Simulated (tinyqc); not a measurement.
Bond angle at oxygen: bond unit of a tetrahedral oxide and its oxygen vacancy in tight binding.

Two sp3 hybrids h1, h2 at eh = (es + 3 ep)/4 point at one oxygen with orbitals s, px, py, pz; x joins the two cations, z bisects the angle phi, and th = (180 - phi)/2. With u = hbar^2/(m d^2) = 2c/d^2, c = hbar^2/2m0: Vhs = -(1.32 + sqrt3 x 1.42) u/2 and Vhp = (1.42 + sqrt3 x 2.22) u/2. <h|s> = Vhs for both; <h1|px> = Vhp cos(th), <h2|px> = -Vhp cos(th); <h|pz> = Vhp sin(th) for both; py is a lone pair. The unit holds 8 electrons. Coupling between units, which widens the levels into bands, is left out.

Constants: hbar^2/2m0 = 3.80998211 eV angstrom^2.

Parameters, chosen for this exercise (near tabulated values for SiO2; the results hold for these values, not for the real material): es = -14.92 eV (s level of the cation); ep = -7.52 eV (p level of the cation); eos = -33.32 eV (s level of oxygen); eop = -16.46 eV (p level of oxygen); d = 1.62 angstrom (cation-oxygen distance).

phi is varied at fixed d. Levels above eop; cation-cation distance 2 d cos(th); band energy is twice the sum of the four filled levels, relative to phi = 180; excess on O is the number of electrons on oxygen less 6.

Against phi:
```
phi (deg)  distance (angstrom)  level 2  level 3  level 5  level 6  excess on O  band energy (eV)
110                      2.654   -5.993   -2.730   12.285   13.083        0.880            -2.126
120                      2.806   -6.465   -2.184   11.696   13.555        0.908            -1.892
130                      2.936   -6.874   -1.644   11.119   13.964        0.946            -1.554
140                      3.045   -7.214   -1.134   10.577   14.304        0.993            -1.150
150                      3.130   -7.482   -0.681   10.099   14.572        1.046            -0.730
160                      3.191   -7.675   -0.319    9.718   14.765        1.098            -0.356
170                      3.228   -7.792   -0.082    9.471   14.882        1.136            -0.094
180                      3.240   -7.831    0.000    9.384   14.921        1.151             0.000
```

What can be read from this table?

Bending moves coupling from px to pz: level 2 rises from -7.83 to -5.99 eV and level 3 falls from 0.00 to -2.73 eV between 180 and 110 degrees. The lowest empty level is lowest at 180 degrees (9.38 eV) and highest at 110 (12.29 eV), so a spread of angles in a glass smears the conduction edge. The band energy is lowest at 110 degrees of those listed (-2.13 eV); the repulsion of the cations, not included, opposes bending.

Computed by tinyqc, a small Python program: `OMP_NUM_THREADS=1 python tinyqc.py 1451708 1451709 out.jsonl` (the numbers bound the seed that draws the inputs); one thread of a shared host (Intel(R) Xeon(R) Processor @ 2.30GHz), about 0.01 s for the whole set of steps.
